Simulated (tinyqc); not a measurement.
# Vertical double-diffused power MOSFET, components of the on-resistance, step by step

Program tinyqc, `OMP_NUM_THREADS=1 python tinyqc.py 2230153 2230154 out.jsonl`; Intel Xeon 2.30GHz, shared host, one thread, about 0.01 s. Printed values are rounded.

Stripe cells of pitch Wp + a, two channels a cell. Current flows through the channels, spreads in the accumulation layer, passes the gap between the p bodies and spreads at 45 degrees into the drift layer below them. Low drain voltage, full ionisation.

Inputs (values chosen for the exercise); bulk values close to those of gallium nitride:
```
symbol,value,unit,meaning
T,300,K,temperature
eps_r,9.44,,relative permittivity
Kc,26400,V/cm per (cm^-3)^(1/8),critical-field constant
BV,1700,V,rated breakdown voltage of the drift layer
mud,923,cm^2/(V s),drift mobility at 300 K
bt,2.1,,temperature exponent of the drift mobility
tox,36,nm,gate oxide thickness (eps_r 3.9)
Vov,10,V,gate overdrive
mch,20,cm^2/(V s),channel mobility
mac,66,cm^2/(V s),accumulation-layer mobility
Lc,1,um,channel length
Wp,5.3,um,"width of the p body in one cell, channels included"
a,2.7,um,gap between neighbouring p bodies
xp,0.9,um,depth of the p body
Nj,1,,doping of the gap over the drift doping
Vbi,3.14,V,built-in voltage of the body junction
Rs,0.23,mohm cm^2,substrate and contact resistance
```

Constants: q = 1.602176634e-19 C, eps0 = 8.8541878128e-14 F/cm where lengths are in cm. Results are converted to the units shown.

## Drift layer

Triangular field at breakdown with Ec = Kc N^(1/8): BV = eps0 eps_r Ec^2/(2 q N), so N = (eps0 eps_r Kc^2/(2 q BV))^(4/3); W = 2 BV/Ec; mu = mud (T/300 K)^(-bt); rho = 1/(q mu N); ideal resistance rho W.

drift doping N = 1.093585e16 cm^-3
Ec = 2.669688 MV/cm
drift thickness W = 12.73557 um
electron mobility mu at T = 923 cm^2/(V s)
drift resistivity rho = 0.6183517 ohm cm
ideal resistance = 0.7875062 mohm cm^2

## Components of the on-resistance

Pitch p = Wp + a, Cox = 3.9 eps0/tox; zero-bias depletion in the gap w0 = sqrt(2 eps0 eps_r Vbi/(q N Nj)), open gap g = a - 2 w0; R_ch = Lc p/(2 mch Cox Vov); R_acc = 0.6 a p/(4 mac Cox Vov), 0.6 being an empirical factor for current leaving the layer along its length; R_gap = (rho/Nj) xp p/g; spreading depth t = min(W, (p - g)/2); R_drift = (rho p/2) ln((g + 2 t)/g) + rho (W - t); R_on = the sum with Rs.

w0 = 0.5473420 um
g = 1.605316 um
components (mohm cm^2): channel 2.085063, accumulation 0.5117882, gap 0.2773368, drift 0.9870571, substrate 0.23
R_on = 4.091245 mohm cm^2
shares (%): channel 50.96402, accumulation 12.50935, gap 6.77879, drift 24.12608, substrate 5.62176

The channel term is the largest. R_on is 5.20 times the ideal drift resistance rho W, and spreading raises the drift term to 1.25 times it.
